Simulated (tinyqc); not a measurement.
What moves the results: gated graphene: carriers, quantum capacitance and optical conductivity. A value that a table varies takes the place of the one given here.

Cones E = +/- hv |k|, four flavours, D(E) = 2|E|/(pi hv^2). n = (2/pi)(kT/hv)^2 F_1(mu/kT), p = (2/pi)(kT/hv)^2 F_1(-mu/kT), in 1/angstrom^2 (1e16 for 1/cm^2); F_1(eta) = integral_0^infinity x dx/(1 + exp(x - eta)). Cq/e^2 = d(n - p)/d mu = (2 kT/(pi hv^2)) ln(2 + 2 cosh(mu/kT)).

Gate: V = mu/e + e (n - p)/Cox with Cox/e^2 = k/(4 pi e2 t), t in angstrom, e2 = e^2/(4 pi eps0); 1/(eV angstrom^2) in C/e^2 equals 1602.176634 microfarad/cm^2; total 1/C = 1/Cox + 1/Cq.

Conductivity over sigma0 = e^2/(4 hbar): interband Re = sinh(E/2kT)/(cosh(mu/kT) + cosh(E/2kT)); intraband Re = (8 kT/pi) ln(2 cosh(mu/2kT)) Gm/(E^2 + Gm^2). A free sheet absorbs about pi alpha_f Re(sigma/sigma0), alpha_f the fine-structure constant (alpha among the constants).

Constants: kB = 8.617333262e-05 eV/K; e^2/(4 pi eps0) = 14.39964547 eV angstrom; fine-structure constant alpha = 0.007297352564.

Values chosen for the exercise (Fermi velocity near that of graphene, gate dielectric near SiO2; the results hold for these values, not for the real material): hv = 6.74 eV angstrom (hbar vF); T = 400 K; k = 3.89 (dielectric constant of the gate layer); t = 10 nm (its thickness); Gm = 5 meV (intraband damping); V = -2.41 V (gate voltage from the neutrality point).

## Gate sweep

Results:
```
V (V)  mu (eV)  n - p (1/cm^2)  n + p (1/cm^2)  Cq (microfarad/cm^2)  C/Cox  Cox V/e (1/cm^2)
0       0.0000               0        2.74e+11                  1.07  0.757                 0
0.072   0.0173        1.18e+11        2.95e+11                  1.12  0.765          1.55e+11
0.19    0.0432        3.16e+11        4.05e+11                  1.36  0.798          4.08e+11
0.48    0.0914        8.35e+11        8.59e+11                  2.16  0.862          1.03e+12
0.96    0.1454        1.75e+12        1.76e+12                  3.29  0.905          2.06e+12
1.7     0.2049        3.21e+12        3.22e+12                  4.60  0.930          3.65e+12
2.4     0.2492        4.62e+12        4.62e+12                  5.60  0.942          5.16e+12
3.6     0.3114        7.07e+12        7.07e+12                  6.99  0.953          7.74e+12
5.3     0.3833        1.06e+13        1.06e+13                  8.61  0.962          1.14e+13
```

At neutrality n + p = 2.74e+11 1/cm^2 of thermal carriers remain and C/Cox = 0.757; at the last row C/Cox = 0.962 and the plain capacitor rule overstates n - p by 7.8 %. Between the last two rows mu goes as V^0.54; for |mu| well above kT the limits are 1/2 where Cox is small against Cq and 1 where it is large.

## Absorption spectrum

mu = -0.24974 eV

Results:
```
E (eV)  interband  intraband  absorption (%)
0.050      0.0011     0.6298           1.446
0.100      0.0029     0.1586           0.370
0.175      0.0089     0.0519           0.139
0.250      0.0261     0.0254           0.118
0.350      0.1026     0.0130           0.265
0.425      0.2534     0.0088           0.601
0.499      0.4982     0.0064           1.157
0.574      0.7467     0.0048           1.723
0.649      0.8974     0.0038           2.066
0.799      0.9872     0.0025           2.269
0.999      0.9993     0.0016           2.295
1.498      1.0000     0.0007           2.294
```

The edge lies at 2|mu| = 0.499 eV and, for |mu| above about 3 kT (here 7.2), rises from 10 % to 90 % over about 8.8 kT = 0.303 eV. The absorption is lowest, 0.118 %, at 0.250 eV of those listed, between the Drude tail and the edge; at the last row it is 2.294 % against pi alpha_f = 2.293 %. The thin-sheet formula fails where the absorption is large, and trigonal warping matters above about 1.5 eV.

## What moves the Fermi level

All results formed anew. Each row changes one parameter from the base and keeps the others.

Results:
```
case                   mu (eV)  n - p (1/cm^2)   C/Cox
base                   -0.2497      -4.644e+12  0.9421
V = -3.133 V           -0.2887      -6.115e+12  0.9496
t = 7 nm               -0.2978      -6.487e+12  0.9315
k = 4.67               -0.2735      -5.514e+12  0.9369
hv = 7.41 eV angstrom  -0.2744      -4.591e+12  0.9367
T = 500 K              -0.2456      -4.653e+12  0.9413
```

The largest shifts from the base row, up to three for each result and ties (the steps differ in size, so this ranks the rows, not the parameters). mu (eV): t -0.0480, V -0.0390, hv -0.0246. n - p (1/cm^2): t -1.84e+12, V -1.47e+12, k -8.70e+11. C/Cox: t -0.0107, V +0.0074, hv -0.0054.

(tinyqc, `OMP_NUM_THREADS=1 python tinyqc.py 1651039 1651040 out.jsonl`, Intel(R) Xeon(R) Processor @ 2.30GHz, 1 thread, shared host, about 0.01 s.)
